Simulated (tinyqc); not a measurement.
# Read current of a NAND string, cells in series solved by shooting: read current against the number of cells

Cells in series, numbered from 0 at the source line (0 V) to the bit line, each followed by a gap resistance Rg. A cell with gate Vg, threshold VT, source Vs and drain Vd passes I = 2 nf K Vt^2 [F(Vs) - F(Vd)]/(1 + th max(Vg - VT, 0)), F(V) = ln^2(1 + exp((Vg - VT - nf V)/(2 nf Vt))). The selected cell has Vg = Vr, the others Vg = Vp.

For a trial current I start at 0 V and, cell by cell, solve for the drain: sqrt(F(Vd)) = sqrt(F(Vs) - I/k), k = 2 nf K Vt^2/(1 + th max(Vg - VT, 0)), Vd = [Vg - VT - 2 nf Vt ln(exp(sqrt F) - 1)]/nf, then add I Rg. The string current is the I for which the last node reaches Vbl. The apparent threshold is the Vr at which I = Is. Background: all other cells erased (VT = Ve) or all in the highest state (VT = Vh); ratio and shift are high over erased and high minus erased. The selected cell is in the middle, cell n/2.

Values chosen for this exercise; values of the order met in vertical NAND strings:

| symbol | value | unit | meaning |
|---|---|---|---|
| T | 300 | K | temperature |
| K | 7.8 | uA/V^2 | gain factor of a cell |
| nf | 1.6 |  | slope factor |
| th | 0.06 | 1/V | mobility reduction factor |
| Rg | 15 | kohm | resistance of the gap between cells |
| Vbl | 0.5 | V | bit-line voltage |
| Vp | 5.9 | V | pass voltage |
| Ve | -0.5 | V | threshold of an erased cell |
| Vh | 3.3 | V | threshold of the highest state |
| Vx | 2.7 | V | threshold of the selected cell |
| Is | 20 | nA | sensing current |
| Vr | 4.02 | V | read voltage on the selected word line |

Constants: q = 1.602176634e-19 C, kB = 1.380649e-23 J/K, Vt = kB T/q. Results are converted to the units shown.

Results:
```
n,"I, others erased (uA)","I, others high (uA)",ratio,"apparent VT, erased (V)","apparent VT, high (V)",background shift (mV)
8,1.043,0.6741,0.6463,2.763,2.766,3.774
16,0.5992,0.3572,0.5960,2.768,2.776,7.571
32,0.3232,0.1839,0.5689,2.779,2.794,15.24
96,0.1136,0.06251,0.5501,2.823,2.870,46.87
128,0.08582,0.04700,0.5477,2.845,2.909,63.32
192,0.05760,0.03141,0.5453,2.890,2.988,97.72
```

Estimate the missing row, n = 64.

Computed row:
```
n,"I, others erased (uA)","I, others high (uA)",ratio,"apparent VT, erased (V)","apparent VT, high (V)",background shift (mV)
64,0.1682,0.09331,0.5548,2.801,2.832,30.85
```

With this row back in the table: With erased neighbours the current falls from 1.04 to 0.0576 uA, as n^(-0.80) between the first two rows and n^(-0.98) between the last two (-1 once the series resistance rules). The ratio falls from 0.646 to 0.545 and the background shift rises from 3.77 to 97.7 mV.

tinyqc, about 1 s, one thread, Intel Xeon 2.30GHz (shared host): `OMP_NUM_THREADS=1 python tinyqc.py 2142184 2142185 out.jsonl`
